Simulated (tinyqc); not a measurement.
## Growth of the error with array size

Square N x N arrays wired as follows: each row is driven at its left end through one segment rw, neighbouring nodes are joined by rw, each column ends in one more rw and a virtual ground. All cells have G = 83.0 uS and all rows V = 0.15 V, so the ideal current is N V G. The nodal equations are solved exactly.

Values chosen for this exercise:
- rw = 5 ohm (wire resistance between neighbouring cells)

Results:

| N | ideal (uA) | first column (uA) | last column (uA) | error of the last column (%) | 100 N^2 rw G |
|---|---|---|---|---|---|
| 2 | 24.90 | 24.85 | 24.84 | -0.2277 | 0.1660 |
| 4 | 49.80 | 49.56 | 49.44 | -0.7212 | 0.6640 |
| 8 | 99.60 | 98.24 | 97.12 | -2.491 | 2.656 |
| 12 | 149.4 | 145.4 | 141.6 | -5.208 | 5.976 |
| 16 | 199.2 | 190.6 | 181.8 | -8.719 | 10.62 |
| 20 | 249.0 | 233.4 | 217.0 | -12.84 | 16.60 |

Estimate the missing row, N = 6.

Computed row:

| N | ideal (uA) | first column (uA) | last column (uA) | error of the last column (%) | 100 N^2 rw G |
|---|---|---|---|---|---|
| 6 | 74.70 | 74.05 | 73.59 | -1.479 | 1.494 |

With this row back in the table: The error of the last column goes from -0.228 % at N = 2 to -12.8 % at N = 20, as N^(1.79) between N = 4 and 8 and N^(1.74) between the last two rows. The scale N^2 rw G (N segments carrying the current of up to N cells) is 1.07 times the error at N = 8. The last column carries 0.930 of the current of the first at N = 20.

Computed by the program tinyqc: `OMP_NUM_THREADS=1 python tinyqc.py 2880106 2880107 out.jsonl`, one thread of a shared Intel Xeon 2.30GHz, about 0.03 s for the whole run.
